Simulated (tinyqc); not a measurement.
Finnis-Sinclair potential for a bcc metal: fit to cohesion and elasticity, then vacancy, surfaces and structure: one step, computed by the program tinyqc. Command: `OMP_NUM_THREADS=1 python tinyqc.py 3110121 3110122 out.jsonl fsfit walk`. One thread of a shared host (Intel(R) Xeon(R) Processor @ 2.30GHz), about 0.01 s of CPU time with the checks.

E = (1/2) sum V(r) - A sqrt(rho), rho = sum phi(r), phi = (r - d)^2 for r < d, V = (r - c)^2 (c0 + c1 r + c2 r^2) for r < c. In bcc the 8 first neighbours lie at sqrt(3) a/2 and the 6 second at a; both cut-offs lie below the third shell; Omega = a^3/2; E is per atom and z the number of atoms in a shell. The four constants A, c0, c1, c2 are fitted to E_c, zero pressure, B and C12 - C44 alone, so C44 and C11 - C12 are not matched singly; defects are unrelaxed.

Task: Three linear equations for c0, c1, c2. With v_k = (r - c)^2 r^k the rows are (1/2) sum z v_k, (1/2) sum z r v_k' and (1/2) sum z r^2 v_k''. With rho1 = sum z r phi' and rho2 = sum z r^2 phi'' the right-hand sides are: -E_c + A sqrt(rho) (cohesion); A rho1/(2 sqrt(rho)) (zero pressure); 9 B Omega + A [rho2/(2 sqrt(rho)) - rho1^2/(4 rho^(3/2))] with B = (C11 + 2 C12)/3.

Inputs (values chosen for the exercise, modelled on molybdenum): lattice constant a = 3.147 angstrom; cohesive energy E_c = 6.83 eV; target C11 = 455 GPa; target C12 = 166 GPa; pair cut-off c/a = 1.042.

rho = 21.32750 angstrom^2

A = 2.056597 eV/angstrom

rho1 = -97.76736 angstrom^2

rho2 = 237.6866 angstrom^2

Constants: 1 eV/angstrom^3 = 160.2176634 GPa.

Give: matrix; right-hand side.

Result:

matrix, rows cohesion, pressure, bulk modulus, columns c0, c1, c2:
```
[[1.28, 3.51, 9.63],
 [-14.57, -37.25, -95.14],
 [118.84, 267.42, 591.51]]
```

right-hand side (eV): [2.67, -21.77, 232.67]
